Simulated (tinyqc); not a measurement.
G0W0 on RHF in the sto-6g basis, for H2, spin multiplicity 1, step by step. One step of it, computed by the program tinyqc.

Task: Iteration 3 (converged): orbitals. Diagonalise F' = X^T F X, C = X C', fill 1 alpha and 1 beta electrons from the bottom; D = 2 C_occ C_occ^T. Each column has its largest component positive (the first on a tie).

converged F (hartree):
```
           1H 1s      2H 1s
1H 1s  -0.403429  -0.624893
2H 1s  -0.624893  -0.403429
```

X:
```
           1H 1s      2H 1s
1H 1s   1.290473  -0.522554
2H 1s  -0.522554   1.290473
```

Give: F' = X^T F X; orbital energies; coefficients C; D after iteration 3.

Result:

F' = X^T F X (hartree):
```
         1        2
1   0.0608  -0.6672
2  -0.6672   0.0608
```

orbital energies (hartree): MO1 -0.6064, MO2 0.7280

coefficients C:
```
          MO1      MO2
1H 1s  0.5430   1.2820
2H 1s  0.5430  -1.2820
```

D after iteration 3:
```
        1H 1s   2H 1s
1H 1s  0.5897  0.5897
2H 1s  0.5897  0.5897
```
